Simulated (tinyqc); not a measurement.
Forward curve with series resistance: current of a Schottky diode by thermionic-emission-diffusion theory, and its read-back from I-V-T and C-V data. Computed by tinyqc, a small Python program. Command: `OMP_NUM_THREADS=1 python tinyqc.py 3017396 3017397 out.jsonl schottky walk`. One thread of a shared host (Intel(R) Xeon(R) Processor @ 2.30GHz), about 0.01 s of CPU time with the checks.

Full ionisation, no tunnelling, no recombination current. V is the voltage across the junction itself, forward positive.

Inputs (values chosen for the exercise, modelled on n-type GaAs):
```
quantity,value,unit
Richardson constant A*,7.79,A/(cm^2 K^2)
"effective density of states at 300 K, N_c",4.9e+17,1/cm^3
permittivity eps,12.9,-
mobility mu,6800,cm^2/(V s)
barrier without image force phi_0 (mean),0.757,eV
doping N,1.5e+16,1/cm^3
series resistance R_s,0.22,milliohm cm^2
junction voltage V,0.32,V
temperature T,423,K
standard deviation sigma,94,meV
"relative change of sigma^2 with bias, rho",0.36,1/V
```

Barrier: Gaussian spread of heights.

Constants: k_B = 8.617333262e-05 eV/K; e = 1.602176634e-19 C; eps_0 = 8.8541878128e-12 F/m.

Method:
- N_c(T) = N_c (T/300 K)^(3/2); V_bi = phi_0 - (k_B T/e) ln(N_c(T)/N); surface field F = sqrt(2 e N (V_bi - V - k_B T/e)/(eps eps_0)); image lowering d_phi = sqrt(e F/(4 pi eps eps_0)); effective barrier phi = phi_0 - d_phi - sigma^2 (1 - rho V)/(2 k_B T).
- Collection velocity v_R = A* T^2/(e N_c(T)); diffusion velocity v_D = mu F; J = e N_c(T) v_R/(1 + v_R/v_D) exp(-phi/k_B T) [exp(e V/k_B T) - 1].
- Terminal voltage V + J R_s; apparent ideality from neighbouring rows, (e/k_B T) dV_terminal/d ln J.

built-in voltage V_bi = 0.611131 V

Forward curve; the last column belongs to the interval up to the next row:
```
V (V),J (A/cm^2),terminal voltage (V),apparent n
0.135,2.1985e+00,0.1355,1.075
0.187,8.5866e+00,0.1889,1.170
0.239,3.2972e+01,0.2463,1.484
0.291,1.2576e+02,0.3187,2.685
0.344,4.8950e+02,0.4517,7.239
0.396,1.8439e+03,0.8017,24.141
0.448,6.8663e+03,1.9586,86.987
0.501,2.5582e+04,6.1289,-
```

What does the comparison show, and why?

The resistance takes over where J R_s exceeds k_B T/e, at J = 166 A/cm^2; the apparent ideality climbs from 1.08 to 87.0, so barrier and n must be read below that current. Rows where the resistance drops more than 1 V are formal, since self-heating is left out.
